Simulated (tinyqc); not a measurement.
# From specific on-resistance back to doping N of the lightly doped side

Model: avalanche multiplication and breakdown of a junction from ionisation integrals. Computed by tinyqc, a small Python program. Command: `OMP_NUM_THREADS=1 python tinyqc.py 3014979 3014980 out.jsonl impact inv`. One thread of a shared host (Intel(R) Xeon(R) Processor @ 2.30GHz), about 0.07 s of CPU time with the checks.

Ionisation coefficients follow the local field. Position x runs through the depletion layer from the p side (x = 0), where electrons enter, to the n side (x = w), where holes enter. The built-in voltage is neglected.

Inputs (values chosen for the exercise, modelled on diamond): electron prefactor a_n = 1.98e+08 1/cm; electron field b_n = 7.76e+07 V/cm; hole prefactor a_p = 4.61e+06 1/cm; hole field b_p = 1.43e+07 V/cm; exponent c = 1; permittivity eps = 5.7; drift-layer mobility mu = 1600 cm^2/(V s).

Junction: one-sided abrupt n+p.

Constants: e = 1.602176634e-19 C; eps_0 = 8.8541878128e-12 F/m.

Method:
- alpha_n = a_n exp(-(b_n/F)^c), alpha_p = a_p exp(-(b_p/F)^c).
- Field F = F_m (1 - s), w = eps eps_0 F_m/(e N), V = F_m w/2, with s = 1 - x/w (the peak lies at the n+ side).
- With Phi(x) = int_0^x (alpha_n - alpha_p) dx': 1 - 1/M_n = I_n = int_0^w alpha_n exp(-Phi) dx and M_p = M_n exp(-Phi(w)); trapezoid rule on 401 even points; breakdown at I_n = 1.
- Solve I_n(F_m) = 1.
- R_on = w/(e mu N) with w the width at breakdown; figure of merit V_B^2/R_on; for a triangular field it equals eps eps_0 mu F_m^3/4.

Question. A run gave the result below. Find the doping N of the lightly doped side, known to lie between 1.1e+17 and 2.5e+17 1/cm^3.

specific on-resistance = 0.00413459 milliohm cm^2

Answer.

Each step takes the trial c = (a f_b - b f_a)/(f_b - f_a), f being the result less the target and a, b, c the logarithms of the listed values; c replaces end b, the old b replaces a if the sign of f changed, and otherwise f_a is halved.

Scan of the range:
```
doping N of the lightly doped side (1/cm^3)  specific on-resistance (milliohm cm^2)
1.10e+17                                                                 0.00516189
1.26e+17                                                                 0.00402732
1.45e+17                                                                 0.00311633
1.66e+17                                                                 0.00243499
1.90e+17                                                                 0.00190382
2.18e+17                                                                 0.00148230
2.50e+17                                                                 0.00115545
```

False position (Illinois rule, in the logarithm of the input) inside the bracket:
```
step        end a        end b        trial  specific on-resistance (milliohm cm^2)
1     1.10000e+17  1.26000e+17  1.24393e+17                              0.00412290
2     1.10000e+17  1.24393e+17  1.24053e+17                              0.00414356
3     1.24393e+17  1.24053e+17  1.24200e+17                              0.00413458
4     1.24053e+17  1.24200e+17  1.24200e+17                              0.00413459
5     1.24053e+17  1.24200e+17  1.24200e+17                              0.00413459
6     1.24200e+17  1.24200e+17  1.24200e+17                              0.00413459
```

Specific on-resistance falls at every point of a 13-point scan of the range (every second point is shown), so one value fits; it is bracketed by 1.10e17 and 1.26e17. Answer: doping N of the lightly doped side = 1.242e17 1/cm^3.
